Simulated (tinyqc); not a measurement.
# Valley-orbit splitting of a donor ground state, with strain, step by step

A worked calculation. Computed by tinyqc, a small Python program that keeps every step. Command: `OMP_NUM_THREADS=1 python tinyqc.py 3022099 3022100 out.jsonl valleyorbit walk`. One thread of a shared host (Intel(R) Xeon(R) Processor @ 2.30GHz), about 0.01 s of CPU time with the checks. Intermediate numbers are printed to about 5 digits and carried at full precision; extremes and crossings named in words are read from the listed rows.

The basis is the 1s envelope in each valley; energies are counted from the unstrained conduction-band edge. The strain is e_s (a a^T - 1/3) for the unit stress axis a, so valley j along n_j moves by Xi_u e_s w_j with w_j = (n_j.a)^2 - 1/3: +1/6 for x and y, -1/3 for z. The splitting at the zone boundary that a [110] shear adds for <100> valleys is left out.

Inputs (values chosen for the exercise, modelled on donors in silicon):

| quantity | value | unit |
|---|---|---|
| single-valley binding energy E_0 | 31.5 | meV |
| central-cell shift Lambda | 5.18 | meV |
| coupling Delta_1 | 3.06 | meV |
| coupling Delta_2 | 2.27 | meV |
| shear deformation potential Xi_u | 8.75 | eV |
| shear strain e_s | -0.00016 | - |
| temperature T | 50 | K |
| donor density N_D | 7.4e+16 | cm^-3 |
| density-of-states mass of one valley m_e | 0.327 | m_0 |

Valleys: six along <100>. Stress axis: [110].

Constants: k_B = 8.617333262e-05 eV/K; m_0 = 9.1093837015e-31 kg; k_B = 1.380649e-23 J/K; h = 6.62607015e-34 J s.

## Levels without strain

By symmetry: E(A1) = E_0 + Lambda + 4 Delta_1 + Delta_2 (one state), E(T2) = E_0 + Lambda - Delta_2 (three), E(E) = E_0 + Lambda - 2 Delta_1 + Delta_2 (two), as binding energies.

E(A1) = 51.19 meV

E(T2) = 34.41 meV

E(E) = 32.83 meV

Only A1 has all valley amplitudes in phase, so only it has weight at the nucleus. Of the upper states T2 is bound more strongly, because Delta_1 is larger than Delta_2.

## The valley matrix under strain

H_jj = -(E_0 + Lambda) + Xi_u e_s w_j; H_jk = -Delta_2 between opposite valleys and -Delta_1 between perpendicular ones.

H (meV), lower triangle (symmetric):
```
         +x       -x       +y       -y       +z       -z
+x  -36.913
-x   -2.270  -36.913
+y   -3.060   -3.060  -36.913
-y   -3.060   -3.060   -2.270  -36.913
+z   -3.060   -3.060   -3.060   -3.060  -36.213
-z   -3.060   -3.060   -3.060   -3.060   -2.270  -36.213
```

## Levels and ground state under strain

Diagonalise H; the ground vector has positive components. The density at the nucleus, and so the contact hyperfine coupling, scales as (sum_j c_j)^2/(number of valleys), which is 1 without strain; the envelopes are held fixed.

levels (meV): -51.196  -34.643  -34.643  -33.943  -33.063  -32.591

valley amplitudes of the ground state: +x 0.41330, -x 0.41330, +y 0.41330, -y 0.41330, +z 0.39794, -z 0.39794

hyperfine ratio A/A_0 = 0.99969

The valleys that move down hold 68.3 % of the ground state, against 66.7 % without strain.

## Binding energy under strain

The binding energy is counted from the lowest valley edge, min_j Xi_u e_s w_j; the gap is from the ground state to the next level.

binding energy under strain = 50.963 meV

gap to the first excited state = 16.553 meV

## Populations and ionisation

z = sum over levels of exp(-(E - E_ground)/k_B T), the ground-state share being 1/z; N_c = 2 (2 pi m_e k_B T/h^2)^(3/2) sum_j exp(-(shift_j - lowest shift)/k_B T); n1 = N_c/(2 z) exp(-binding/k_B T), binding = lowest shift - E_ground; without compensation n = 2 N_D/(1 + sqrt(1 + 4 N_D/n1)) (Boltzmann statistics; p and higher states left out).

partition sum z = 1.0894

share of neutral donors in the ground state = 0.91798

N_c = 1.8199e+18 cm^-3

n1 = 6.0961e+12 cm^-3

free electrons n = 6.6861e+14 cm^-3

## Strain dependence

The contact hyperfine ratio is A/A_0 = (sum_j c_j)^2/(number of valleys), c_j the valley amplitudes of the ground state; binding from the lowest valley edge.

Against strain:

| e_s | Xi_u e_s (w_max - w_min) (meV) | binding (meV) | gap to next level (meV) | A/A_0 |
|---|---|---|---|---|
| -0.001300 | -5.6875 | 49.643 | 15.233 | 0.98335 |
| -0.000480 | -2.1000 | 50.541 | 16.131 | 0.99732 |
| -0.000160 | -0.7000 | 50.963 | 16.553 | 0.99969 |
| -0.000048 | -0.2100 | 51.121 | 16.711 | 0.99997 |
| 0.000048 | 0.2100 | 51.051 | 16.641 | 0.99997 |
| 0.000160 | 0.7000 | 50.729 | 16.319 | 0.99967 |
| 0.000480 | 2.1000 | 49.845 | 15.435 | 0.99689 |
| 0.001300 | 5.6875 | 47.824 | 13.414 | 0.97542 |

A/A_0 falls for either sign of strain, to 0.983 and 0.975 at the ends; its limits are the shares of the valleys that end up lowest, 4/6 under compression and 2/6 under tension. Near zero strain A/A_0 changes in second order, the binding in first. The binding energy drops from 51.19 meV to 49.64 and 47.82 meV, since fewer valleys share the valley-orbit gain.

## Do the excited 1s states matter for ionisation?

No strain here. The last two columns set z = 1, with the A1 depth, or use one level at E_0 with z equal to the number of valleys.

Ionised share:

| T (K) | z | all 1s states | ground state alone | no splitting |
|---|---|---|---|---|
| 30 | 1.0062 | 1.2260e-04 | 1.2298e-04 | 2.2604e-03 |
| 50 | 1.0893 | 9.0288e-03 | 9.4213e-03 | 3.7254e-02 |
| 74 | 1.3283 | 7.2862e-02 | 8.3492e-02 | 1.5340e-01 |
| 110 | 1.7992 | 2.7686e-01 | 3.5163e-01 | 3.9257e-01 |
| 150 | 2.3023 | 5.1802e-01 | 6.6009e-01 | 6.1458e-01 |
| 240 | 3.1559 | 8.1637e-01 | 9.2526e-01 | 8.5293e-01 |
| 400 | 4.0178 | 9.4581e-01 | 9.8536e-01 | 9.5355e-01 |

z grows from 1.006 to 4.02 of at most 6. Leaving out the excited states overstates the ionised share by up to 27.4 % (at 150 K); ignoring the splitting misses by a factor 18.4 at the lowest T and 1.01 at the highest.

Checks made by the program: symmetry formulas against diagonalisation (relative difference below 1e-10).
